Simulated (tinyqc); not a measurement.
Surface potential of a MOS transistor: implicit equation and explicit approximations: one step of the calculation.

p-type body, charge-sheet picture, depletion and inversion only, full ionisation (an idealisation for deep acceptors), Boltzmann statistics (rough once Na exp(x - xn) passes about Nc/7). In units of Vt: xg = (Vg - Vfb)/Vt, x = psi/Vt, G = gamma/sqrt(Vt), xn = (2 phiF + Vc)/Vt. The implicit equation is (xg - x)^2 = G^2 [x - 1 + exp(x - xn)] for x above about 3. Cox = eps0 eox/tox.

Question. Explicit approximation. Depletion value a = 1 + [sqrt(G^2/4 + xg - 1) - G/2]^2; inversion value b = xn + ln[(xg - xn)^2/G^2 - xn + 1] and first guess y = min(a, b) - ln(1 + exp(-|a - b|)) if a > xn + 1, else b = y = a; one second-order correction with D = exp(y - xn), p = 2 (xg - y) + G^2 (1 + D), w = (xg - y)^2 - G^2 (y - 1 + D): z = y + 2 w/(p + sqrt(p^2 - 2 (2 - G^2 D) w)), or the Newton step z = y + w/p where the root is not real.

G = 5.1266402
xn = 31.526175
xg = 73.495281

Find: a; b; y; p; w; z.

Answer.

a = 41.05
b = 35.12
y = 35.12
p = 1060
w = -380.7
z = 34.67

The root of the implicit equation is x = 34.6880; y misses it by 0.43 and z by -0.018, in units of Vt.

Computed by the program tinyqc: `OMP_NUM_THREADS=1 python tinyqc.py 2122176 2122177 out.jsonl`, one thread of a shared Intel Xeon 2.30GHz, about 0.01 s for the whole run.
